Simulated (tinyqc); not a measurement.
Gas flow in a process chamber: flow regimes, conductance, effective pumping speed, pump-down, outgassing and purge: one step, computed by the program tinyqc. Command: `OMP_NUM_THREADS=1 python tinyqc.py 3121241 3121242 out.jsonl pump walk`. One thread of a shared host (Intel(R) Xeon(R) Processor @ 2.30GHz), about 0.07 s of CPU time with the checks.

Ideal gas, isothermal flow, a pump of constant speed at the end of a round pipe; process gas, volume gas and outgassing are given the same properties. 1 sccm = 101325 Pa x 1e-6 m^3/60 s x T/273.15 K.

Question. Molecular flow. Mean speed c = sqrt(8 k_B T/(pi m)); aperture conductance C_a = c pi d^2/16; molecular pipe C_m = C_a/(1 + 3 l/(4 d)) (Dushman form); viscous pipe C_v = pi d^4 p_mean/(128 eta l); Knudsen interpolation C = C_v + C_m (1 + x)/(1 + 1.24 x), x = d p_mean sqrt(m/(k_B T))/eta. Effective speed 1/S_eff = 1/S + 1/C_m; time constant V/S_eff; pressure at which the free path k_B T/(sqrt2 pi d_m^2 p) equals d.

Inputs (values chosen for the exercise, modelled on water vapour near room temperature):
```
quantity            value   unit
molar mass M        18.02  g/mol
molecular diameter   0.46     nm
temperature T         350      K
chamber volume V      130      L
pipe diameter d       2.5     cm
pipe length l         150     cm
pump speed S           24    L/s
```

Constants: k_B = 1.380649e-23 J/K; u = 1.6605390666e-27 kg.

Give: mean speed c; C_a; C_m; S_eff in molecular flow; time constant; pressure where the free path equals d.

Answer.

mean speed c = 641.27 m/s

C_a = 78.696 L/s

C_m = 1.7108 L/s

S_eff in molecular flow = 1.5970 L/s

time constant = 81.405 s

pressure where the free path equals d = 0.20560 Pa

The pipe passes on 7 % of the pump speed; a larger pump would gain little, since S_eff cannot exceed C_m.
